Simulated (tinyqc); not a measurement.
# Disorder and hopping from G and Sigma

Problem. In a semi-elliptic band with self-consistent Born disorder, Sigma = D G and G = 1/(z - (t^2 + D) G), z = E + i eta. Find D and t.

Values chosen for this exercise: bare broadening eta = 0.01 eV; energy from the band centre E = -1.481 eV.

G = -0.35120367-0.59079521i 1/eV
Im Sigma = -0.64987473 eV

Answer. D = Im Sigma/Im G, and t^2 + D = (z - 1/G)/G.

D = 1.100 eV^2
t = 1.000 eV

Numbers from tinyqc (`OMP_NUM_THREADS=1 python tinyqc.py 2720008 2720009 out.jsonl`; about 0.01 s on one thread of a shared Intel Xeon 2.30GHz).
